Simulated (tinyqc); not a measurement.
Width of layer A: type-II superlattice in the two-band Kane model.

Motion along the axis, period d = a + b, c = hbar^2/2m0. Conduction and light-hole bands couple: (E - Ec)(E - Ev) = Ep c k^2 in each layer, with mass m(E) = (E - Ev)/Ep, which may be negative. The conduction envelope psi and psi'/m(E) are continuous; a layer carries them by [[cos kt, (m/k) sin kt], [-(k/m) sin kt, cos kt]] (cosh and sinh for k^2 < 0), and cos(q d) = tr(M_B M_A)/2. C1 is the first miniband above EvB, with its bottom at tr/2 = +1 and its top at -1; the gap is the bottom of C1 less the top heavy-hole level HH1.

Heavy holes are uncoupled: with e = EvB - E, p = sqrt(mhB e/c), w = sqrt(mhA (EvB - EvA - e)/c), the top level HH1 at q = 0 solves (p/mhB) tan(p b/2) = (w/mhA) tanh(w a/2).

Constants: hbar^2/2m0 = 3.80998211 eV angstrom^2; hc = 1239.841984 eV nm.

Parameters, chosen for this exercise (near those of an InAs/GaSb superlattice; shifted at random, so the results belong to these values and not to a real crystal): b = 33 angstrom (layer B); EcA = 0 eV (conduction edge of A); EvA = -0.409 eV (valence edge of A); EcB = 0.956 eV (conduction edge of B); EvB = 0.148 eV (valence edge of B); EpA = 14.3 eV (coupling energy in A); EpB = 18.2 eV (coupling energy in B); mhA = 0.34 m0 (heavy hole in A); mhB = 0.26 m0 (heavy hole in B); As = (20, 31, 34, 48, 57, 63, 75) angstrom (widths of layer A).

Bottom of C1 (tr/2 = +1, above EvB), HH1, the gap and hc/gap; widths at which C1 no longer starts above EvB are left out.

Results:
```
a (angstrom)  C1 (eV)  HH1 (eV)  gap (meV)  cut-off (micrometre)
20             0.4779    0.0771      400.8                  3.09
31             0.3396    0.0762      263.4                  4.71
34             0.3120    0.0761      235.9                  5.26
57             0.1793    0.0761      103.2                 12.01
63             0.1585    0.0761       82.4                 15.05
```

Give the missing row, a (angstrom) = 48.

Computed row:
```
a (angstrom)  C1 (eV)  HH1 (eV)  gap (meV)  cut-off (micrometre)
48             0.2189    0.0761      142.8                  8.68
```

From a = 20 to 63 angstrom C1 falls by 319 meV while HH1 moves by -1.0 meV, so layer A tunes the gap, from 401 to 82 meV. The cut-off shifts by 0.147 micrometre per angstrom at the thin end and 0.506 at the thick end: long wavelengths need tight control of the thickness.

Program tinyqc; command `OMP_NUM_THREADS=1 python tinyqc.py 1250703 1250704 out.jsonl`; about 0.05 s on one thread of a shared Intel(R) Xeon(R) Processor @ 2.30GHz.
